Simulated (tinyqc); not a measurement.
Classical Heisenberg spin chain: exact results, Metropolis, heat-bath and over-relaxation steps, and a Monte Carlo run: one step, computed by the program tinyqc.

E = -J sum_i s_i . s_(i+1) for unit vectors s_i on an open chain; K = J/(k_B T).

Question. Four single-spin steps. The given spins are first normalised. Spins 2 and 3 are updated in turn, with h = K (sum of the two neighbours). Heat bath: cos(theta) = 1 + ln(1 - r1 (1 - exp(-2 |h|)))/|h| about n = h/|h|, azimuth 2 pi r2 = phi in the frame a = n x z/|n x z|, b = n x a: s = n cos(theta) + sin(theta)(a cos(phi) + b sin(phi)); r1, r2 are the first two numbers of the row.

Inputs (values chosen for the exercise, for a model chain of large moments): temperature T = 26.4 K.

Update: heat bath.

four neighbouring spins (rows; components x, y, z):
```
[[-0.2823, 0.8873, 0.3648],
 [0.7453, -0.5541, 0.3708],
 [-0.5913, -0.4983, -0.6341],
 [-0.8670, 0.3396, -0.3645]]
```

random numbers, one row a step:
```
[[0.2850, 0.0734, 0.1158],
 [0.6672, 0.7984, 0.7781],
 [0.3790, 0.8484, 0.5766],
 [0.0004, 0.3711, 0.1870]]
```

K = 6.593476

Give: the table «Steps» with the columns |h|, h . s before, h . s after, move, x, y, z.

Answer.

Steps:
```
spin     |h|  h . s before  h . s after       move         x        y         z
2      6.550        -6.372        6.215  heat bath  -0.68440  0.61443  -0.39252
3     13.005         6.079       11.905  heat bath  -0.78247  0.62268   0.00331
2     12.422         9.969       11.945  heat bath  -0.38841  0.82668   0.40711
3     11.302        11.266       11.302  heat bath  -0.73645  0.67623   0.01875
```
